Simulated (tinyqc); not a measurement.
# Deep-level transient spectroscopy, step by step

Program tinyqc, `OMP_NUM_THREADS=1 python tinyqc.py 2050062 2050063 out.jsonl`; Intel Xeon 2.30GHz, shared host, one thread, about 0.01 s. Printed values are rounded.

Schottky contact on an n-type layer with shallow donors Nd (all ionised) and a donor-like deep trap, neutral when filled and positive when empty; depletion approximation. Traps within lam of the depletion edge stay filled. A long pulse to Vp fills the traps beyond x1 = Wp - lam; back at Vr those between x1 and x2 = Wr - lam emit. A rate window reads S = C(t2) - C(t1).

Values chosen for this exercise; material values close to those of silicon:
- eps_r = 11.5 (relative permittivity)
- Nc = 2.75e19 cm^-3 (conduction-band density of states at 300 K)
- vth = 2.3e7 cm/s (thermal velocity at 300 K)
- Nd = 3.4e15 cm^-3 (shallow donor density)
- Vbi = 0.82 V (built-in voltage)
- Et = 0.4 eV (depth of the trap below the conduction edge)
- sn = 1.2e-15 cm^2 (capture cross-section)
- Nt = 2.8e13 cm^-3 (trap density)
- Vr = 8.9 V (reverse bias)
- Vp = 0 V (reverse bias during the filling pulse)
- t1 = 0.2 ms (first sampling time)
- t2 = 0.5 ms (second sampling time)
- T = 243 K (temperature of the transient)

Constants: q = 1.602176634e-19 C, kB = 1.380649e-23 J/K, eps0 = 8.8541878128e-14 F/cm where lengths are in cm. Results are converted to the units shown.

## Emission rate and rate window

Emission rate en = sn vth(T) Nc(T) exp(-Et/kB T) = sn g T^2 exp(-Et/kB T), g = vth Nc/(300 K)^2, as vth goes as T^0.5 and Nc as T^1.5 (degeneracy factor 1). For an exponential transient S peaks where en = ew = ln(t2/t1)/(t2 - t1).

g = 7.02778e21 cm^-2 s^-1 K^-2
en = 2519.30 1/s
1/en = 0.396935 ms
ew = 3054.30 1/s

## Widths

lam = sqrt(2 eps0 eps_r (EF - ET)/(q Nd)), EF - ET = Et - (kB T/q) ln(Nc(T)/Nd), Nc(T) = Nc (T/300 K)^1.5. In the steady state at the band bending V, 2 eps0 eps_r V/q = Nd W^2 + Nt (W - lam)^2 (the second term only if W > lam). V = Vbi + Vr gives Wr and V = Vbi + Vp gives Wp; x1 = max(Wp - lam, 0).

lam = 285.606 nm
Wr = 1900.59 nm
Wp = 553.137 nm
x1 = 267.531 nm
x2 = 1614.99 nm
G = (x2^2 - x1^2)/Wr^2 = 0.702224

The rule Nt = 2 Nd |dC|/C assumes G = 1 and would understate Nt by a factor of about 1/G = 1.42 here (the limit of small Nt/Nd).

## The transient

t, sample 0 to 6 (ms): 0  0.1  0.2  0.35  0.5  1  2.5

W(t)^2 = Wr^2 + (Nt/Nd)(x2^2 - x1^2) exp(-en t), C = eps0 eps_r/W; for small Nt, dC/C = -(Nt/2 Nd) G exp(-en t) with G = (x2^2 - x1^2)/Wr^2. S = C(t2) - C(t1).

```
sample	C (nF/cm^2)	C - C(final) (pF/cm^2)
0	5.34201	-15.4242
1	5.34544	-12.0008
2	5.34810	-9.3352
3	5.35104	-6.4027
4	5.35305	-4.3902
5	5.35619	-1.2468
6	5.35741	-0.0285
```

S = 4.94492 pF/cm^2

## Step 1: peak temperature

T at the start = 300 K

Fixed-point step for en(T) = ew: T(new) = (Et q/kB)/ln(sn g T^2/ew), g = vth Nc/(300 K)^2.

T after step 1 = 240.123 K

## Course of the iteration for the peak temperature

Start from 300 K; stop when T changes by less than 1e-8 K.

Course of the iteration:
```
step	T (K)	change (K)
1	240.123	59.9
2	245.784	5.66
3	245.179	0.605
4	245.243	0.0639
5	245.236	6.75e-3
6	245.237	7.13e-4
7	245.237	7.53e-5
8	245.237	7.96e-6
9	245.237	8.41e-7
10	245.237	8.89e-8
11	245.237	9.39e-9
```

Converged in 11 steps; each multiplies the error by -2 kB T/Et = -0.11.
